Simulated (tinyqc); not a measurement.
Equilibrium crystal shape, supported particles, Gibbs-Thomson effect and coarsening: one step, computed by the program tinyqc.

A cubic crystal bounded by {100}, {110} and {111} facets only.

Task: Chemical potential of the particle. For the Wulff shape mu - mu(bulk) = 2 Omega gamma/h, with gamma and h = lambda gamma the energy and distance of any one facet plane, here (111); the vapour pressure rises by exp[(mu - mu(bulk))/(k_B T)].

Inputs (values chosen for the exercise, modelled on aluminium): temperature T = 575 K.

Omega = 16.61 angstrom^3

gamma (J/m^2): (100) 1.090, (110) 1.180, (111) 0.962

distances of the planes from the centre (nm): {100} 13.86878, {110} 15.01391, {111} 12.24015

Constants: e = 1.602176634e-19 C; k_B = 8.617333262e-05 eV/K.

Give: mu - mu(bulk); pressure ratio.

Result:

mu - mu(bulk) = 16.30 meV

pressure ratio = 1.389
